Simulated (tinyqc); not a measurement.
Tersoff bond-order potential: one step, computed by the program tinyqc.

E = (1/2) sum_(i, j != i) [A exp(-lambda r_ij) - b_ij B exp(-mu r_ij)], b_ij = (1 + (beta zeta_ij)^n)^(-1/(2n)), zeta_ij = sum_(k != i, j) g(theta_ijk), g = 1 + c^2/d^2 - c^2/(d^2 + (h - cos theta)^2), with theta at atom i. Only nearest neighbours count (cut-off function 1 for them, 0 beyond).

Task: An open trimer. Atom 1 binds atoms 2 and 3, which do not interact. b_12 = b_13 follow from zeta = g(theta); b_21 = b_31 = 1. E = sum over the two bonds of A exp(-lambda r) - (b + 1)/2 B exp(-mu r).

Inputs (values chosen for the exercise, modelled on germanium):
```
quantity,value,unit
A,1773.8,eV
B,411.34,eV
lambda,2.4451,1/angstrom
mu,1.7047,1/angstrom
beta,8.54e-07,-
n,0.7556,-
c,106000,-
d,15.59,-
h,-0.4312,-
bond length r_12,2.5,angstrom
bond length r_13,2.58,angstrom
angle theta at atom 1,103,degrees
```

Give: g(theta); bond order b_12; repulsive terms; attractive terms B exp(-mu r); energy of the trimer.

Result:

g(theta) = 8091

bond order b_12 = 0.9849

repulsive terms (eV): [3.928, 3.230]

attractive terms B exp(-mu r) (eV): [5.799, 5.060]

energy of the trimer = -3.618 eV

g is least (g = 1) at cos theta = h, 115.5 degrees, wider than the tetrahedral 109.47.
